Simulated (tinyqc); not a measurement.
# Read current of a NAND string, cells in series solved by shooting: what changes with what

Cells in series, numbered from 0 at the source line (0 V) to the bit line, each followed by a gap resistance Rg. A cell with gate Vg, threshold VT, source Vs and drain Vd passes I = 2 nf K Vt^2 [F(Vs) - F(Vd)]/(1 + th max(Vg - VT, 0)), F(V) = ln^2(1 + exp((Vg - VT - nf V)/(2 nf Vt))). The selected cell has Vg = Vr, the others Vg = Vp.

Inputs (values chosen for the exercise); values of the order met in vertical NAND strings: temperature T = 300 K; gain factor of a cell K = 27 uA/V^2; slope factor nf = 2.2; mobility reduction factor th = 0.09 1/V; resistance of the gap between cells Rg = 9 kohm; bit-line voltage Vbl = 0.7 V; pass voltage Vp = 5.9 V; threshold of an erased cell Ve = -1.7 V; threshold of the highest state Vh = 4 V; threshold of the selected cell Vx = 1.3 V; sensing current Is = 20 nA; read voltage on the selected word line Vr = 3.08 V.

Constants: q = 1.602176634e-19 C, kB = 1.380649e-23 J/K, Vt = kB T/q. Results are converted to the units shown.

Each table varies one quantity; the others keep the values above.

## Read current against the number of cells

For a trial current I start at 0 V and, cell by cell, solve for the drain: sqrt(F(Vd)) = sqrt(F(Vs) - I/k), k = 2 nf K Vt^2/(1 + th max(Vg - VT, 0)), Vd = [Vg - VT - 2 nf Vt ln(exp(sqrt F) - 1)]/nf, then add I Rg. The string current is the I for which the last node reaches Vbl. The apparent threshold is the Vr at which I = Is. Background: all other cells erased (VT = Ve) or all in the highest state (VT = Vh); ratio and shift are high over erased and high minus erased. The selected cell is in the middle, cell n/2.

Read current against the number of cells:

| n | I, others erased (uA) | I, others high (uA) | ratio | apparent VT, erased (V) | apparent VT, high (V) | background shift (mV) |
|---|---|---|---|---|---|---|
| 8 | 3.913 | 1.809 | 0.4623 | 1.254 | 1.257 | 2.578 |
| 16 | 2.165 | 0.9024 | 0.4169 | 1.257 | 1.263 | 5.168 |
| 32 | 1.141 | 0.4507 | 0.3949 | 1.263 | 1.274 | 10.38 |
| 64 | 0.5863 | 0.2252 | 0.3841 | 1.276 | 1.297 | 20.95 |
| 96 | 0.3944 | 0.1501 | 0.3806 | 1.288 | 1.320 | 31.84 |
| 128 | 0.2972 | 0.1126 | 0.3788 | 1.300 | 1.343 | 42.95 |
| 192 | 0.1990 | 0.07503 | 0.3770 | 1.324 | 1.390 | 65.65 |

Read the table: what changes, and by how much?

With erased neighbours the current falls from 3.91 to 0.199 uA, as n^(-0.85) between the first two rows and n^(-0.99) between the last two (-1 once the series resistance rules). The ratio falls from 0.462 to 0.377 and the background shift rises from 2.58 to 65.7 mV.

## Effect of the pass voltage

Same model as above.

The string has 128 cells and the selected one is cell 64.

Effect of the pass voltage:

| Vp (V) | I, others erased (uA) | I, others high (uA) | ratio | apparent VT, erased (V) | apparent VT, high (V) | background shift (mV) |
|---|---|---|---|---|---|---|
| 5.1 | 0.2853 | 0.04575 | 0.1604 | 1.301 | 1.388 | 86.89 |
| 5.6 | 0.2929 | 0.08752 | 0.2988 | 1.300 | 1.354 | 53.63 |
| 6.1 | 0.2998 | 0.1273 | 0.4245 | 1.299 | 1.337 | 37.69 |
| 6.6 | 0.3061 | 0.1586 | 0.5183 | 1.299 | 1.327 | 28.39 |
| 7.1 | 0.3118 | 0.1841 | 0.5905 | 1.298 | 1.320 | 22.35 |
| 7.6 | 0.3170 | 0.2052 | 0.6474 | 1.297 | 1.315 | 18.15 |
| 8.1 | 0.3218 | 0.2230 | 0.6931 | 1.297 | 1.312 | 15.08 |

As Vp goes from 5.1 to 8.1 V, the current with erased neighbours rises from 0.285 to 0.322 uA, that with high neighbours rises from 0.0458 to 0.223 uA and the ratio rises from 0.160 to 0.693. The background shift falls from 86.9 to 15.1 mV. A higher pass voltage also disturbs erased cells more, which this model leaves out.

Program tinyqc, `OMP_NUM_THREADS=1 python tinyqc.py 2142114 2142115 out.jsonl`; Intel Xeon 2.30GHz, shared host, one thread, about 1 s.
